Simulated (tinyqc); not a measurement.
Finnis-Sinclair potential for a bcc metal: fit to cohesion and elasticity, then vacancy, surfaces and structure: one step, computed by the program tinyqc. Command: `OMP_NUM_THREADS=1 python tinyqc.py 3110565 3110566 out.jsonl fsfit walk`. One thread of a shared host (Intel(R) Xeon(R) Processor @ 2.30GHz), about 0.01 s of CPU time with the checks.

E = (1/2) sum V(r) - A sqrt(rho), rho = sum phi(r), phi = (r - d)^2 for r < d, V = (r - c)^2 (c0 + c1 r + c2 r^2) for r < c. In bcc the 8 first neighbours lie at sqrt(3) a/2 and the 6 second at a; both cut-offs lie below the third shell; Omega = a^3/2; E is per atom and z the number of atoms in a shell. The four constants A, c0, c1, c2 are fitted to E_c, zero pressure, B and C12 - C44 alone, so C44 and C11 - C12 are not matched singly; defects are unrelaxed.

Problem. Unrelaxed vacancy. E_v = -A sum_shells z [sqrt(rho - phi(r)) - sqrt(rho)] - (1/2) sum z V(r): the neighbours lose one bond each, and the atom is put back in the bulk.

Inputs (values chosen for the exercise, modelled on molybdenum):

| quantity | value | unit |
|---|---|---|
| lattice constant a | 3.147 | angstrom |
| cohesive energy E_c | 6.95 | eV |
| density cut-off d/a | 1.314 | - |
| pair cut-off c/a | 1.032 | - |

c0, c1, c2 (eV/angstrom^2, eV/angstrom^3, eV/angstrom^4): 49.74363  -37.38671  7.25917

A = 1.929882 eV/angstrom

rho = 21.75849 angstrom^2

Give: V at the two shells; phi at the two shells; vacancy energy E_v; E_v/E_c.

Solution.

V at the two shells (eV): 0.4828  0.0404

phi at the two shells (angstrom^2): 1.987  0.976

vacancy energy E_v = 2.542 eV

E_v/E_c = 0.3657

A pair potential would give E_v = E_c; the square root lowers the ratio to 0.37.
